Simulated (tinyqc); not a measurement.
## Joule-heated wire on a substrate, fin equation: effect of the width of the hot spot as a share of L

A wire of length L loses heat along itself to two contacts and sideways to the substrate: kap A theta'' - g theta + p = 0 with theta = T - T0 and p(x) = p0 exp(-((x/L - x0)/sg)^2/2). The ends are held at T0. Constant conductivity, diffusive heat flow.

The equation is solved on 800 equal steps and the peak is the largest node value. LH = sqrt(kap A/g); the share is the integral of g theta over that of p.

Inputs (values chosen for the exercise): conductivity along the wire kap = 23 W/(m K); cross-section A = 3700 nm^2; conductance per length to the substrate g = 0.71 W/(m K); length between the contacts L = 2100 nm; thermal resistance of each contact Rc = 0 K/uW; peak heating per length p0 = 0.036 uW/nm; place of the hot spot as a share of L x0 = 0.81.

The same in every row: LH (nm) = 346.2; L/LH = 6.066.

Effect of the width of the hot spot as a share of L:
```
sg,peak theta (K),peak/(p0/g),share to the substrate (%)
0.03,8.903,0.1756,67.22
0.06,15.31,0.3020,65.61
0.09,19.87,0.3919,64.10
0.12,23.21,0.4578,64.00
0.15,25.81,0.5091,64.82
0.18,27.93,0.5509,65.97
0.21,29.73,0.5863,67.12
0.24,31.27,0.6167,68.09
```

What does the comparison show?

As sg goes from 0.03 to 0.24, the peak theta rises from 8.90 to 31.3 K and the share of heat to the substrate goes from 67.2 through a minimum of 64.0 (at sg = 0.12 among the rows listed) to 68.1 %; L/LH is 6.07 throughout.

tinyqc, about 0.01 s, one thread, Intel Xeon 2.30GHz (shared host): `OMP_NUM_THREADS=1 python tinyqc.py 2520113 2520114 out.jsonl`
